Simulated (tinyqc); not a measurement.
Changing the gas velocity U: chemical vapour deposition: Grove model, boundary layer, depletion and step coverage. Computed by tinyqc, a small Python program. Command: `OMP_NUM_THREADS=1 python tinyqc.py 3006775 3006776 out.jsonl cvd sweep`. One thread of a shared host (Intel(R) Xeon(R) Processor @ 2.30GHz), about 0.01 s of CPU time with the checks.

A precursor diffuses to the surface and reacts there at first order; each molecule that reacts adds one formula unit of film.

Inputs (values chosen for the exercise, close to those used for tungsten from its fluoride):

| quantity | value | unit |
|---|---|---|
| prefactor k0 of k_s | 7.1e+06 | cm/s |
| activation energy E | 0.76 | eV |
| temperature T | 380 | C |
| total pressure p | 760 | torr |
| mole fraction of the precursor Y | 0.001 | - |
| gas diffusivity D0 at 273.15 K and 760 torr | 0.33 | cm^2/s |
| film density N | 6.3e+22 | formula units/cm^3 |
| precursor mass M | 298 | u |
| kinematic viscosity nu0 at 273.15 K and 760 torr | 0.91 | cm^2/s |
| susceptor length L | 58 | cm |
| channel height b | 3.6 | cm |

Reactor: horizontal, atmospheric.

Constants: k_B = 1.380649e-23 J/K; u = 1.6605390666e-27 kg; k_B = 8.617333262e-05 eV/K.

Method:
- k_s = k0 exp(-E/(k_B T)); C_g = Y p/(k_B T), 1 torr = 133.322 Pa; D = D0 (T/273.15)^1.75 (760/p).
- Temperatures in kelvin are T(C) + 273.15.
- Mean speed c = sqrt(8 k_B T/(pi M)); reactive sticking probability beta = 4 k_s/c.
- nu = nu0 (T/273.15)^1.75 (760/p); Re = U L/nu; mean boundary layer delta = (2/3) L/sqrt(Re), at most b/2; h_g = D/delta.
- Fluxes in series: C_s = C_g/(1 + k_s/h_g); growth rate G = k_s h_g/(k_s + h_g) C_g/N; 1 cm/s = 6e8 nm/min.
- Plug flow: U b dC/dx = -k_eff C with k_eff = k_s h_g/(k_s + h_g), so C falls as exp(-k_eff x/(U b)); the used share of the precursor is 1 - C(L)/C(0).

One run for each value:

| gas velocity U (cm/s) | growth rate G at the inlet (nm/min) | rate at the outlet over rate at the inlet | boundary layer delta (cm) | Reynolds number Re |
|---|---|---|---|---|
| 3.0 | 83.00 | 0.01553 | 1.8000 | 41.6 |
| 5.5 | 83.00 | 0.10311 | 1.8000 | 76.2 |
| 10.0 | 83.00 | 0.28662 | 1.8000 | 138.6 |
| 18.0 | 83.00 | 0.49947 | 1.8000 | 249.5 |
| 33.0 | 83.00 | 0.68478 | 1.8000 | 457.4 |
| 60.0 | 108.46 | 0.76174 | 1.3408 | 831.7 |
| 110.0 | 141.62 | 0.82380 | 0.9902 | 1524.8 |
| 200.0 | 182.30 | 0.87177 | 0.7344 | 2772.3 |

Over the rows, growth rate G at the inlet (nm/min) rises from 83.0 to 182, flat over part of the range; rate at the outlet over rate at the inlet rises from 0.0155 to 0.872 (exponent d ln y / d ln x 3.1 between the first rows and 0.095 between the last); boundary layer delta (cm) falls from 1.80 to 0.734, flat over part of the range. At the low end the exponent of growth rate G at the inlet is 0.00, close to 0: the rate does not feel the flow. Faster flow thins the boundary layer once it is below the cap and carries the gas past before it is depleted.

Caution (rows 3.00, 5.50, 10.0, 18.0, 33.0): the boundary layer is capped at b/2, so U, L and nu no longer affect h_g.
